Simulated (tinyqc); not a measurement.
ESD clamp with bipolar snapback, compact model and design window: two steps of the calculation.

The drain junction multiplies the current that enters it: Igen = (M - 1)(Ic + I0), M = 1/(1 - (Vj/BV)^n). The generated holes leave through the substrate resistance and the base of the parasitic npn: Igen = Vb/Rb + Ic/be, Ic = Is exp(Vb/Vt). Terminal current I = Ic + I0 + Igen and voltage V = Vj + I Ro, per width. Isothermal, constant gain.

Values chosen for this exercise; values close to those of grounded-gate n-channel clamps: temperature T = 300 K; junction breakdown voltage BV = 10 V; exponent of the multiplication n = 2.6; current gain of the parasitic npn be = 11.8; saturation current Is = 1e-18 A/um; junction leakage I0 = 4.7e-12 A/um; substrate resistance Rb = 92000 ohm um; drain ballast and contact resistance Ro = 150 ohm um; failure current for 100 ns It2 = 4.1 mA/um; finger width Wf = 20 um; number of fingers Nf = 8; human-body-model level Lv = 2 kV; oxide breakdown voltage for 100 ns Vox = 11.6 V; supply voltage Vdd = 3.3 V.

Constants: q = 1.602176634e-19 C, kB = 1.380649e-23 J/K, Vt = kB T/q. Results are converted to the units shown.

Task 1. Base voltage at the failure current. I(Vb) = Ic (1 + 1/be) + I0 + Vb/Rb, I' = Ic (1 + 1/be)/Vt + 1/Rb; Newton steps on ln I: Vb(new) = Vb - ln(I/It2) I/I'. V follows from the introduction.

Vb at the start = 0.83 V

Wanted: I; V; I'; Vb after iteration 1.

Result 1.

I = 0.1042 mA/um
V = 4.933 V
I' = 3.694 mS/um
Vb after iteration 1 = 0.9336 V

Task 2. Design window and human-body level. Human-body model: 100 pF through 1500 ohm, peak current about (level - Vt2)/1500 ohm, decay time 150 ns. All fingers turn on before the first fails if Vt2 > Vt1; then the clamp carries Nf Wf It2, otherwise in the worst case Wf It2. Margins: Vh - 1.1 Vdd against latching in operation, Vox - max(Vt1, Vt2) for the protected oxide.

Vt1 = 10.000705 V
Vh = 4.0603533 V
Vt2 = 4.4075046 V

Find: peak current; current the clamp carries; level it withstands; holding margin; oxide margin.

Result 2.

peak current = 1.3304 A
current the clamp carries = 0.082000 A
level it withstands = 0.12741 kV
holding margin = 0.43035 V
oxide margin = 1.5993 V

Uniform turn-on is not assured; the clamp fails the level. Both margins are positive.

tinyqc, about 0.01 s, one thread, Intel Xeon 2.30GHz (shared host): `OMP_NUM_THREADS=1 python tinyqc.py 2670055 2670056 out.jsonl`
